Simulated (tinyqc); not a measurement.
# Input admittance of a MOSFET at zero drain bias: distributed channel and distributed gate, step by step

Numbers from tinyqc (`OMP_NUM_THREADS=1 python tinyqc.py 2262041 2262042 out.jsonl`; about 0.01 s on one thread of a shared Intel Xeon 2.30GHz). Printed values are rounded.

Source and drain grounded, strong inversion, w = 2 pi f, Cox = eps0 eox/tox. The channel is an RC line of resistance 1/(mu Cox Vo) per square fed from both ends, so one finger has the intrinsic admittance y = i w Cox L tanh(g)/g per width, g = (1/2) sqrt(i w tau), tau = L^2/(mu Vo). The vertical resistance rv/L is in series with y, the overlaps 2 i w Cov in parallel: y_t = 1/(1/y + rv/L) + 2 i w Cov. The gate strip is a line of Rsh/L per length loaded by y_t, so a finger has Y = y_t Wf tanh(k)/k, k = (Wf/sd) sqrt(y_t Rsh/L); the device has Nf Y.

Parameters, values chosen for the exercise; values of the order met in silicon radio-frequency transistors:
- eox = 9.05 (relative permittivity of the gate insulator (close to aluminium oxide))
- tox = 4.6 nm (insulator thickness)
- L = 0.76 um (channel length)
- Wf = 5.1 um (finger width)
- Nf = 4 (number of fingers)
- mu = 280 cm^2/(V s) (channel mobility)
- Vo = 0.3 V (gate overdrive)
- Rsh = 27 ohm/square (sheet resistance of the gate)
- rv = 1.6 ohm um^2 (vertical resistivity of the gate stack)
- sd = 1 (number of ends at which a finger is contacted)
- Cov = 0.22 fF/um (overlap and fringe capacitance on each side)
- f = 5.9 GHz (frequency)

Constants: eps0 = 8.8541878128e-14 F/cm where lengths are in cm. Results are converted to the units shown.

## Low-frequency resistances and capacitance

Low-frequency limits, with c = Cox L and ct = c + 2 Cov: R_strip = Rsh Wf/(3 sd^2 L Nf), R_ch = (c/ct)^2 L/(12 mu Cox Vo Wf Nf), R_vert = (c/ct)^2 rv/(L Wf Nf), C = ct Wf Nf.

parts (ohm): strip 15.0987, channel 19.8740, vertical 0.0966669
sum = 35.0693 ohm
C = 279.050 fF
1/(2 pi R C) = 16.2634 GHz

The channel term is the largest, 56.7 % of the sum.

## Admittance of the channel and stack per width

tau, g, c = Cox L, y and y_t as defined.

tau = 68.7619 ps
g = 0.564475+0.564475i
c = 13.2389 fF/um
y = 97.826+465.863i uS/um
y_t = 98.262+481.982i uS/um

w tau = 2.55, and Im y is 0.949 of w c.

## Input impedance of the device

k and Y as defined; Z = 1/(Nf Y) = R + 1/(i w C); Q = |Im Z|/R; signal at the point farthest from a contact |1/cosh k|.

k = 0.522173+0.426458i
Nf Y = 3.21968+9.04968i mS
R = 34.8968 ohm
C = 275.019 fF
Q = 2.81074
signal at the far point = 0.941863

R is 0.49 % below its low-frequency limit and C is 1.4 % below its own.
